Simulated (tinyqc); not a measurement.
## Width from the threshold shift

Question. Undoped body with a flat potential across it, hard walls, transport along x. Three valley pairs (g = 2 each) with the longitudinal mass along x, y or z. Non-parabolicity enters the subband edges through E (1 + al E) = gamma, so E = 2 gamma/(1 + sqrt(1 + 4 al gamma)); motion within a subband is taken as parabolic with the band-edge mass. Energies are counted from the bulk band edge. gamma = C pi^2 [a^2/(my (t + dl)^2) + b^2/(mz (H + dl)^2)], C = hbar^2/(2 m0). Each subband has N_k = g sqrt(2 mx m0 kB T/(pi hbar^2)); without degeneracy n = exp(EF/Vt) sum N_k exp(-E_k/Vt). Classical value Nc times t H, Nc = sum over valleys of 2 g (m m0 kB T/(2 pi hbar^2))^1.5 with m = (mx my mz)^(1/3). Threshold shift dVT = Vt ln(classical value/sum N_k exp(-E_k/Vt)). Find t and the lowest subband edge.

Values chosen for this exercise; masses close to those of silicon: temperature T = 77 K; longitudinal mass ml = 0.922 m0; transverse mass mt = 0.192 m0; non-parabolicity al = 0 1/eV; widening of the box by penetration into the insulator dl = 0.3 nm; height (along z) H = 38.8 nm.

Constants: q = 1.602176634e-19 C, kB = 1.380649e-23 J/K, hbar = 1.054571817e-34 J s, m0 = 9.1093837015e-31 kg, Vt = kB T/q, hbar^2/(2 m0) = 0.0380998212 eV nm^2. Results are converted to the units shown.

dVT = 10.588462 mV

Answer. dVT is evaluated for trial values of t with all subbands; between 1.5 and 25 nm one value matches.

t = 9.70 nm
E_1 = 5.36 meV

Numbers from tinyqc (`OMP_NUM_THREADS=1 python tinyqc.py 2350132 2350133 out.jsonl`; about 0.3 s on one thread of a shared Intel Xeon 2.30GHz).
